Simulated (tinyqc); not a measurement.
Worked calculation: plane-wave Kohn-Sham cycle with exchange-only LDA in a layered model solid. One step of it, computed by the program tinyqc.

Question. Iteration 1: levels at that k. Diagonalise the Hermitian matrix.

H (hartree):
```
,-3,-2,-1,+0,+1,+2,+3
-3,2.308321,-0.115000,0.000000,0.000000,0.000000,0.000000,0.000000
-2,-0.115000,0.810152,-0.115000,0.000000,0.000000,0.000000,0.000000
-1,0.000000,-0.115000,-0.022164,-0.115000,0.000000,0.000000,0.000000
+0,0.000000,0.000000,-0.115000,-0.188627,-0.115000,0.000000,0.000000
+1,0.000000,0.000000,0.000000,-0.115000,0.310763,-0.115000,0.000000
+2,0.000000,0.000000,0.000000,0.000000,-0.115000,1.476005,-0.115000
+3,0.000000,0.000000,0.000000,0.000000,0.000000,-0.115000,3.307101
```

Give: eigenvalues.

Answer.

eigenvalues (hartree): -0.2683  0.0142  0.3267  0.8173  1.4802  2.3171  3.3143
